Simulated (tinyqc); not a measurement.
# Ten-year voltage from two stress tests

Question. Lifetimes follow tau = t0 exp(B/Vd). Ten years are 3.15576e8 s. Find B, t0 and the drain voltage for ten years.

lifetimes at Vd = 4.5 and 5.1 V (s): 77000  11419.3432

Solution. ln(tau) is linear in 1/Vd.

B = 73.0 V
t0 = 0.00694 s
ten-year voltage = 2.97 V

Computed by the program tinyqc: `OMP_NUM_THREADS=1 python tinyqc.py 2550008 2550009 out.jsonl`, one thread of a shared Intel Xeon 2.30GHz, about 0.01 s for the whole run.
